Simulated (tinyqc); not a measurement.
# Phase-change memory cell, resistance drift and retention: what changes with what

The amorphous state follows Ra = R0 (t/t0)^nu exp[(q Ec/kB)(1/T - 1/(300 K))], with nu taken as independent of T. An intermediate level follows the logarithmic mixing rule ln R = (1 - fa) ln Rc + fa ln Ra with constant Rc. The time to lose the data by crystallisation is tr = tx exp[(q Ex/kB)(1/T - 1/Tx)]; 1 year = 3.15576e7 s. These are empirical laws.

Values chosen for this exercise; values of the order found in chalcogenide phase-change cells:
```
symbol   value  unit                                            meaning
R0         1.8  Mohm  resistance of the amorphous state at t0 and 300 K
t0       0.001     s                                     reference time
nu       0.044                                           drift exponent
Ec        0.22    eV                    activation energy of conduction
Tx         498     K                              temperature of a bake
tx        5400     s                   time to crystallise in that bake
T          300     K                              operating temperature
t       3.15e7     s                                   time of the read
fa        0.62                 amorphous share of an intermediate level
Rc          12  kohm                resistance of the crystalline state
```

Constants: q = 1.602176634e-19 C, kB = 1.380649e-23 J/K. Results are converted to the units shown.

Each table varies one quantity; the others keep the values above.

## Effect of the activation energy of crystallisation

T10 is the temperature at which tr is ten years.

The same in every row: Ra (Mohm) = 5.2143; Ra/Rc = 434.53.

Effect of the activation energy of crystallisation:

| Ex (eV) | tr (years) | T10 (K) |
|---|---|---|
| 1.6 | 8.3186e6 | 384.74 |
| 1.9 | 8.3910e8 | 399.07 |
| 2.2 | 8.4641e10 | 410.18 |
| 2.5 | 8.5379e12 | 419.05 |
| 2.8 | 8.6123e14 | 426.29 |
| 3.1 | 8.6873e16 | 432.31 |
| 3.4 | 8.7630e18 | 437.40 |

Read the table: what changes, and by how much?

As Ex goes from 1.6 to 3.4 eV, Ra stays at 5.21 Mohm, tr rises from 8.32e6 to 8.76e18 years and T10 rises from 385 to 437 K. With the bake point fixed, a larger Ex extrapolates more steeply to lower temperatures. In every row tr is an extrapolation over many decades from the bake and only says that crystallisation is no limit.

## Drift of neighbouring levels

Two intermediate levels, fa and 0.77, and the amorphous state at temperature T. A fixed threshold is set at the geometric mean of the two intermediate levels at t0.

Result of one run:

| t (s) | lower level (Mohm) | upper level (Mohm) | Ra (Mohm) | lower level/threshold |
|---|---|---|---|---|
| 100 | 0.3671 | 0.8398 | 2.987 | 0.9401 |

What becomes of these results when the time of the read t is changed from 100 to 0.001 s, all else the same?

Result of the changed run:

| t (s) | lower level (Mohm) | upper level (Mohm) | Ra (Mohm) | lower level/threshold |
|---|---|---|---|---|
| 0.001 | 0.2681 | 0.5686 | 1.800 | 0.6867 |

The whole series:

| t (s) | lower level (Mohm) | upper level (Mohm) | Ra (Mohm) | lower level/threshold |
|---|---|---|---|---|
| 0.001 | 0.2681 | 0.5686 | 1.800 | 0.6867 |
| 0.01 | 0.2855 | 0.6147 | 1.992 | 0.7313 |
| 0.1 | 0.3040 | 0.6646 | 2.204 | 0.7787 |
| 1 | 0.3237 | 0.7185 | 2.439 | 0.8292 |
| 10 | 0.3447 | 0.7768 | 2.699 | 0.8829 |
| 100 | 0.3671 | 0.8398 | 2.987 | 0.9401 |
| 1000 | 0.3909 | 0.9079 | 3.306 | 1.001 |
| 10000 | 0.4162 | 0.9816 | 3.658 | 1.066 |
| 1e5 | 0.4432 | 1.061 | 4.048 | 1.135 |

Over eight decades Ra grows by a factor of 2.25, the upper level by 1.87 and the lower by 1.65, so their ratio widens from 2.12 to 2.39. The lower level crosses the fixed threshold by t = 1000 s among the rows and would then be misread.

tinyqc, about 0.01 s, one thread, Intel Xeon 2.30GHz (shared host): `OMP_NUM_THREADS=1 python tinyqc.py 2880056 2880057 out.jsonl`
